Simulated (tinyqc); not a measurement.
Molecular dynamics of a small cluster by velocity Verlet steps: one step, computed by the program tinyqc. Command: `OMP_NUM_THREADS=1 python tinyqc.py 3004349 3004350 out.jsonl verlet walk`. One thread of a shared host (Intel(R) Xeon(R) Processor @ 2.30GHz), about 0.2 s of CPU time with the checks.

E = sum_i {sum_j A exp(-p (r_ij/r0 - 1)) - xi sqrt(rho_i)}, rho_i = sum_j exp(-2 q (r_ij/r0 - 1)); the force on i is -sum_j w_ij (R_i - R_j)/r_ij with w_ij = -(2p/r0) A exp(-p (r_ij/r0 - 1)) + (xi q/r0) exp(-2 q (r_ij/r0 - 1)) (rho_i^(-1/2) + rho_j^(-1/2)).

Problem. State at the start. Velocity Verlet: a = c F/M with c = 9.648533212e-3 angstrom/fs^2 per eV/(angstrom u); R(new) = R + v dt + a dt^2/2; v(new) = v + (a + a(new)) dt/2. Kinetic energy K = M v^2/(2c); temperature T = 2K/((3N - 3) k_B), rotation of the cluster included.

Inputs (values chosen for the exercise, for model atoms):
```
quantity       value      unit
length r0       2.44  angstrom
repulsion A     0.15        eV
hopping xi      1.46        eV
decay p         9.55         -
decay q         3.39         -
atomic mass M   43.7         u
time step dt     3.6        fs
```

Potential: Gupta. Thermostat: none.

starting positions (angstrom):
```
           x      y      z
atom 1  0.02  -0.03   0.03
atom 2  2.27  -0.05  -0.02
atom 3   1.1   1.96   0.01
atom 4  1.14   0.61   1.85
```

starting velocities (angstrom/fs):
```
               x         y         z
atom 1   0.00092  -0.00218   0.00041
atom 2  -0.00087   0.00137  -0.00304
atom 3   0.00103   0.00012  -0.00084
atom 4  -0.00108   0.00069   0.00347
```

Constants: 1 eV/(angstrom u) = 9.648533212e-03 angstrom/fs^2; k_B = 8.617333262e-05 eV/K.

Give: forces; potential energy; kinetic energy; temperature.

Solution.

forces (eV/angstrom):
```
              x        y        z
atom 1   1.2676   0.7552   0.4551
atom 2  -1.3894   0.8735   0.6053
atom 3   0.0760  -1.6818   0.5758
atom 4   0.0458   0.0531  -1.6362
```

potential energy = -9.2922 eV

kinetic energy = 0.074973 eV

temperature = 193.34 K
